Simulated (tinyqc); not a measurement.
Defect equilibria of an oxide against oxygen pressure (mass action): one step, computed by the program tinyqc. Command: `OMP_NUM_THREADS=1 python tinyqc.py 3025104 3025105 out.jsonl brouwer walk`. One thread of a shared host (Intel(R) Xeon(R) Processor @ 2.30GHz), about 0.01 s of CPU time with the checks.

Defects: oxygen vacancies V (charge +2), electrons n, holes p, the ionic partner X = O_i'' (charge -2), and the dopant. Activities are taken equal to concentrations.

Problem. Conductivities. sigma_n = e n mu_n, sigma_p = e p mu_p, sigma_ion = 2 e [V] mu_V with mu_V = 2 e D/(k_B T) and D = D_0 exp(-E_m/k_B T); only the oxygen vacancies carry ionic current, and the ionic transport number is sigma_ion over the total.

Inputs (values chosen for the exercise, for a model oxide):
```
quantity                          value        unit
temperature T                       900           K
electron mobility mu_n             0.23  cm^2/(V s)
hole mobility mu_p                 0.89  cm^2/(V s)
vacancy diffusion prefactor D_0  0.0047      cm^2/s
vacancy migration energy E_m       0.63          eV
```

Ionic disorder: anion Frenkel. Dopant (singly charged, fully ionised): acceptor.

n = 9.885293e+17 cm^-3

[V] = 1.004943e+20 cm^-3

p = 407.4609 cm^-3

Constants: k_B = 8.617333262e-05 eV/K; e = 1.602176634e-19 C.

Give: sigma_n; sigma_p; sigma_ion; total conductivity; ionic transport number.

Solution.

sigma_n = 0.03643 S/cm

sigma_p = 5.810e-17 S/cm

sigma_ion = 0.001158 S/cm

total conductivity = 0.03758 S/cm

ionic transport number = 0.03080

The conductor is mainly n-type electronic here.
